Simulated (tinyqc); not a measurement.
# Gate voltage for a given inversion charge

Question. p-type body, charge-sheet picture, depletion and inversion only, full ionisation (an idealisation for deep acceptors), Boltzmann statistics (rough once Na exp(x - xn) passes about Nc/7). In units of Vt: xg = (Vg - Vfb)/Vt, x = psi/Vt, G = gamma/sqrt(Vt), xn = (2 phiF + Vc)/Vt. The implicit equation is (xg - x)^2 = G^2 [x - 1 + exp(x - xn)] for x above about 3. Cox = eps0 eox/tox. ni = sqrt(Nc Nv) exp(-Eg/(2 Vt)), Eg in volts; phiF = Vt ln(Na/ni); gamma = sqrt(2 q eps0 eps_r Na)/Cox. N_inv = (Cox Vt G/q) [sqrt(x - 1 + exp(x - xn)) - sqrt(x - 1)]. Find x - xn, psi and Vg.

Values chosen for this exercise; band and dielectric values close to those of germanium:
```
symbol    value   unit                                                                 meaning
T           350      K                                                             temperature
Eg        0.672     eV                                                                band gap
eps_r      15.9                                                          relative permittivity
Nc       1.3e19  cm^-3                                  conduction-band density of states at T
Nv      7.67e18  cm^-3                                     valence-band density of states at T
eox        7.71         relative permittivity of the gate insulator (close to silicon nitride)
tox          32     nm                                                     insulator thickness
Na       6.7e16  cm^-3                                                        acceptor density
Vfb       -0.93      V                                                       flat-band voltage
Vc            0      V                                                    channel-body voltage
```

Constants: q = 1.602176634e-19 C, kB = 1.380649e-23 J/K, Vt = kB T/q, eps0 = 8.8541878128e-14 F/cm where lengths are in cm. Results are converted to the units shown.

N_inv = 2.3e11 cm^-2

Solution. N_inv rises steadily with x, so it fixes x; the implicit equation then gives xg directly.

x - xn = 2.35
psi = 0.441 V
Vg = 0.206 V

Computed by the program tinyqc: `OMP_NUM_THREADS=1 python tinyqc.py 2122088 2122089 out.jsonl`, one thread of a shared Intel Xeon 2.30GHz, about 0.01 s for the whole run.
